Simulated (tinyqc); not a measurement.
# Electron continuity equation in a given potential, Scharfetter-Gummel discretisation, step by step

Program tinyqc, `OMP_NUM_THREADS=1 python tinyqc.py 2220023 2220024 out.jsonl`; Intel Xeon 2.30GHz, shared host, one thread, about 0.01 s. Printed values are rounded.

Steady state in one dimension: J = q mu n E + q D dn/dx with E = -dpsi/dx and D = mu Vt, dJ/dx = 0, fixed densities nL and nR at the ends. The potential is given, psi = 0 for x < L/2 and U (2 x/L - 1) beyond, and is not changed by the electrons.

Parameters, values chosen for the exercise; mobility close to that of silicon at room temperature: temperature T = 293 K; electron mobility mu = 1360 cm^2/(V s); length of the region L = 2.5 um; density at x = 0 nL = 5.4e13 cm^-3; density at x = L nR = 4.8e14 cm^-3; potential difference psi(L) - psi(0) U = 0.68 V.

Constants: q = 1.602176634e-19 C, kB = 1.380649e-23 J/K, Vt = kB T/q. Results are converted to the units shown.

## Potential on the mesh

9 equal intervals, h = L/9; psi = 0 for x < L/2 and U (2 x/L - 1) beyond.

psi, node 0 to 9 (V): [0.000000, 0.000000, 0.000000, 0.000000, 0.000000, 0.075556, 0.226667, 0.377778, 0.528889, 0.680000]

## Bernoulli factors

d_i = (psi_(i+1) - psi_i)/Vt; B(d) = d/(exp(d) - 1), B(0) = 1. The flux on interval i is J_i = (q D/h) [n_(i+1) B(d_i) - n_i B(-d_i)].

```
interval      d_i     B(d_i)  B(-d_i)
0         0.00000          1        1
1         0.00000          1        1
2         0.00000          1        1
3         0.00000          1        1
4         2.99244   0.158043  3.15049
5         5.98489  0.0150990  5.99999
6         5.98489  0.0150990  5.99999
7         5.98489  0.0150990  5.99999
8         5.98489  0.0150990  5.99999
```

The largest |d_i| is 5.98, above 2, where central differences lose the sign pattern that keeps densities positive.

## Tridiagonal system for the inner nodes

Row i (1 to 8): B(-d_(i-1)) n_(i-1) + b_i n_i + B(d_i) n_(i+1) = f_i with b_i = -B(-d_i) - B(d_(i-1)) and f_i = 0; the known end values are moved to the right: f_1 loses B(-d_0) nL and f_8 loses B(d_8) nR. h = L/9, D = mu Vt.

```
node  diagonal b  right side f (cm^-3)
1             -2               -5.4e13
2             -2                     0
3             -2                     0
4       -4.15049                     0
5       -6.15803                     0
6       -6.01508                     0
7       -6.01508                     0
8       -6.01508           -7.24750e12
```

## Densities and current

B(d_i) and B(-d_i) are the Bernoulli factors of the potential steps, b and f the diagonal and right side. Solve B(-d_(i-1)) n_(i-1) + b_i n_i + B(d_i) n_(i+1) = f_i (end values already in f), then J_i = (q D/h) [n_(i+1) B(d_i) - n_i B(-d_i)], h = L/9, D = mu Vt.

n, node 0 to 9 (cm^-3): [5.4e13, 4.15167e13, 2.90335e13, 1.65502e13, 4.06696e12, 2.08580e12, 2.08580e12, 2.08882e12, 3.28847e12, 4.8e14]
J, interval 0 to 8 (A/cm^2): [-2.47241, -2.47241, -2.47241, -2.47241, -2.47241, -2.47241, -2.47241, -2.47241, -2.47241]

Without sources J is the same on every interval. Against a mesh 200 times finer the densities are off by at most 47 % of their local values.

## Three discretisations compared

9 equal intervals. Fluxes J_i = (q D/h)(n_(i+1) P_i - n_i Q_i), d_i = (psi_(i+1) - psi_i)/Vt: Scharfetter-Gummel P = B(d), Q = B(-d), B(d) = d/(exp(d) - 1); central P = 1 - d/2, Q = 1 + d/2; upwind P = 1 + max(-d, 0), Q = 1 + max(d, 0). Balance at each inner node: J_i - J_(i-1) = 0. The reference is Scharfetter-Gummel on 1800 intervals.

Densities (cm^-3):
```
node  Scharfetter-Gummel    central    upwind  reference
0               5.400e13   5.400e13  5.400e13   5.400e13
1               4.152e13   4.029e13  4.143e13   4.243e13
2               2.903e13   2.657e13  2.886e13   3.086e13
3               1.655e13   1.286e13  1.629e13   1.929e13
4               4.067e12  -8.523e11  3.724e12   7.718e12
5               2.086e12   3.192e13  2.301e12   1.933e12
6               2.086e12  -5.708e13  3.502e12   1.933e12
7               2.089e12   1.213e14  1.190e13   1.936e12
8               3.288e12  -2.361e14  7.052e13   3.136e12
9               4.800e14   4.800e14  4.800e14   4.800e14
```

Largest errors as a share of the largest reference density listed: Scharfetter-Gummel 0.76 %, central 50 %, upwind 14 %. The largest |d| is 5.98. Central differences give 3 negative value(s), since P or Q changes sign once |d| exceeds 2. Upwinding stays positive but acts as if D were larger by the factor 1 + |d|/2, up to 3.99 here.
